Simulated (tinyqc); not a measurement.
Hall effect and magnetoresistance of several carrier groups with constant relaxation times: one step, computed by the program tinyqc.

Group 1 has charge -e and group 2 charge +e; s_i is that sign. B lies along z; mu B is formed with mu in m^2/(V s).

Task: Limits of weak and strong field. Weak field: R_H(0) = sum s_i n_i mu_i^2/(e (sum n_i mu_i)^2); MR = c B^2 with c = n1 n2 mu1 mu2 (s1 mu1 - s2 mu2)^2/(n1 mu1 + n2 mu2)^2. Strong field: R_H = 1/(e sum s_i n_i); rho_xx saturates at (n1/mu1 + n2/mu2)/(e (sum s_i n_i)^2).

Inputs (values chosen for the exercise, for a model conductor):
```
quantity            value        unit
density n1        5.5e+12      1/cm^2
mobility mu1        78000  cm^2/(V s)
density n2        2.3e+14      1/cm^2
mobility mu2         4900  cm^2/(V s)
magnetic field B      7.6           T
```

Carriers: electrons and holes. Densities: per area (a thin layer).

Constants: e = 1.602176634e-19 C.

Give: R_H at weak field; coefficient c; R_H at strong field; saturation MR.

Result:

R_H at weak field = -72026 cm^2/C

coefficient c = 13.724 1/T^2

R_H at strong field = 27802 cm^2/C

saturation MR = 45.131 %

R_H changes sign between weak and strong field: the faster group rules at weak field, the denser one at strong field. Caution: mu B is well above 1, where Landau quantisation, left out here, shows at low temperature.
